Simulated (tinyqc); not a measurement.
Worked calculation: X-ray reflectivity of a thin film on silicon: critical angles, Parratt recursion, fringes and roughness. Computed by tinyqc, a small Python program that keeps every step. Command: `OMP_NUM_THREADS=1 python tinyqc.py 3120909 3120910 out.jsonl xrr walk`. One thread of a shared host (Intel(R) Xeon(R) Processor @ 2.30GHz), about 0.01 s of CPU time with the checks. Intermediate numbers are printed to about 5 digits and carried at full precision; extremes and crossings named in words are read from the listed rows.

n = 1 - delta + i beta; the classical electron radius is r_e = 2.8179403e-6 nm. Layer 0 is vacuum, 1 the film, 2 the substrate.

Inputs (values chosen for the exercise, modelled on TiN on silicon, copper K-alpha radiation):

| quantity | value | unit |
|---|---|---|
| wavelength lambda | 0.15406 | nm |
| film density rho | 5.28 | g/cm^3 |
| effective electrons per unit mass, film | 0.472 | mol/g |
| beta/delta, film | 0.076 | - |
| film thickness d | 51.4 | nm |
| roughness of the surface sigma_1 | 0.12 | nm |
| roughness of the interface sigma_2 | 0.5 | nm |
| substrate density | 2.33 | g/cm^3 |
| effective electrons per unit mass, substrate | 0.507 | mol/g |
| beta/delta, substrate | 0.023 | - |
| grazing angle theta | 1.36 | degrees |

Constants: N_A = 6.02214076e+23 1/mol.

## Optical constants

delta = r_e lambda^2 rho_e/(2 pi), rho_e = density x electrons per mass x N_A; critical angle sqrt(2 delta), q_c = 4 sqrt(pi r_e rho_e).

Constants:

| layer | rho_e (1/nm^3) | delta | beta | critical angle (degrees) | q_c (1/nm) |
|---|---|---|---|---|---|
| film | 1500.8 | 1.5976e-05 | 1.2141e-06 | 0.32387 | 0.46107 |
| substrate | 711.4 | 7.5726e-06 | 1.7417e-07 | 0.22298 | 0.31744 |

The film is denser in electrons than the substrate, and thick enough to set the edge of total reflection.

## Critical angle of the film

The formulas are those given above.

critical angle of the film = 0.32387 degrees

## Reflectivity at one angle

k_j = (2 pi/lambda) sqrt(sin^2 theta - 2 delta_j + 2 i beta_j); r_ij = (k_i - k_j)/(k_i + k_j) x exp(-2 k_i k_j sigma^2) (Nevot-Croce); r = (r_01 + r_12 p)/(1 + r_01 r_12 p), p = exp(2 i k_1 d); R = |r|^2.

k_0, k_1, k_2 (1/nm): 0.96798  0.94013+0.00215i  0.95488+0.00030i

1000 r_01 = 14.217-1.114i

1000 r_12 = -4.9669+0.6337i

p = -0.58985+0.54318i

reflectivity R = 2.9982e-04

q = 4 pi sin(theta)/lambda = 1.9360 1/nm

## Fringe period, contrast and decay

Far above the critical angle the period is d theta = lambda/(2 d), or 2 pi/d in q; the envelope runs between (|r_01| - |r_12 p|)^2 and (|r_01| + |r_12 p|)^2; contrast = 2 a b/(a^2 + b^2) with a = |r_01|, b = |r_12 p|; roughness factors on the amplitudes are about exp(-q^2 sigma^2/2).

period in theta = 0.085866 degrees

period in q = 0.12224 1/nm

contrast = 0.52174

roughness factor, surface = 0.97338

roughness factor, interface = 0.62595

## Thickness from the minima

Minima of R theta^4 are located on 6001 points over 7.5 periods, from 1.15 times the larger critical angle. With refraction, sin^2(theta_m) = 2 delta + m^2 (lambda/(2 d))^2, m integer or half-integer; the first six minima are used, and the first order is the one that minimises the largest residual of the least-squares line plus the distance of its intercept from 2 delta. Without refraction, d = lambda/(2 x mean step of sin theta).

Minima:

| order m | theta (degrees) | sin^2 theta |
|---|---|---|
| 3 | 0.41495 | 5.2449e-05 |
| 4 | 0.47302 | 6.8155e-05 |
| 5 | 0.53860 | 8.8363e-05 |
| 6 | 0.60933 | 1.1309e-04 |
| 7 | 0.68350 | 1.4230e-04 |
| 8 | 0.76013 | 1.7600e-04 |

d with refraction = 51.393 nm

d without refraction = 63.934 nm

Against d = 51.4 nm the errors are -0.01 % with and +24.38 % without refraction. The orders are integers, as r_01 and r_12 have opposite signs for a film denser than the substrate.

## Which roughness does what

R is averaged over one period above each angle (64 points); contrast = (max - min)/(max + min) of R theta^4 over that period. Cases: smooth; only sigma_1; only sigma_2; both.

Mean R and contrast:

| theta (degrees) | R smooth | contrast | R, sigma_1 | contrast, sigma_1 | R, sigma_2 | contrast, sigma_2 | R, both | contrast, both |
|---|---|---|---|---|---|---|---|---|
| 0.8 | 1.9314e-03 | 0.66023 | 1.9001e-03 | 0.66528 | 1.8570e-03 | 0.58648 | 1.8258e-03 | 0.59140 |
| 1.2 | 3.8026e-04 | 0.71584 | 3.6677e-04 | 0.72723 | 3.4807e-04 | 0.53984 | 3.3464e-04 | 0.55056 |
| 1.8 | 7.4568e-05 | 0.75128 | 6.8799e-05 | 0.77444 | 6.4190e-05 | 0.37378 | 5.8434e-05 | 0.38933 |
| 2.5 | 2.0294e-05 | 0.77170 | 1.7438e-05 | 0.81496 | 1.6903e-05 | 0.18819 | 1.4036e-05 | 0.20312 |
| 3.5 | 5.4908e-06 | 0.78692 | 4.1350e-06 | 0.86980 | 4.4437e-06 | 0.04213 | 3.0880e-06 | 0.05434 |

At 2.5 degrees sigma_1 alone multiplies the mean R by 0.86 and sigma_2 alone by 0.83; the contrast goes from 0.77 (smooth) to 0.81 and 0.19.

Checks made by the program: smooth bare substrate far above q_c against (q_c/2q)^4 (relative difference 1e-03).
